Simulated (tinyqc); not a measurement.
From results back to parameters: sp3s* tight binding. Two cases, with inputs chosen for the exercise.

Problem. For a crystal of one element and without spin-orbit coupling the levels at Gamma are Es -/+ |Vss| and Ep -/+ Vxx, and the upper valence level at X is Ep - Vxy. The levels below come from hidden parameters.

Find: Es, |Vss|, Ep, Vxx, Vxy.

Method. Means give the levels and half the splittings give the couplings; Vxy = Ep - E(X).

Case 1.

s levels at Gamma (eV): -12.5110  4.0890

p levels at Gamma (eV): -0.0020  3.4300

upper valence level at X = -2.8620 eV

Solution.

Es, |Vss|, Ep, Vxx, Vxy (eV): -4.211  8.300  1.714  1.716  4.576

Case 2.

s levels at Gamma (eV): -12.6690  0.9990

p levels at Gamma (eV): -0.0050  3.2070

upper valence level at X = -3.2640 eV

Solution.

Es, |Vss|, Ep, Vxx, Vxy (eV): -5.835  6.834  1.601  1.606  4.865

Computed by tinyqc, one run a case: `OMP_NUM_THREADS=1 python tinyqc.py N N+1 out.jsonl` with N = 1451044, 1451109; one thread of a shared Intel(R) Xeon(R) Processor @ 2.30GHz, about 0.1 s a run at most.
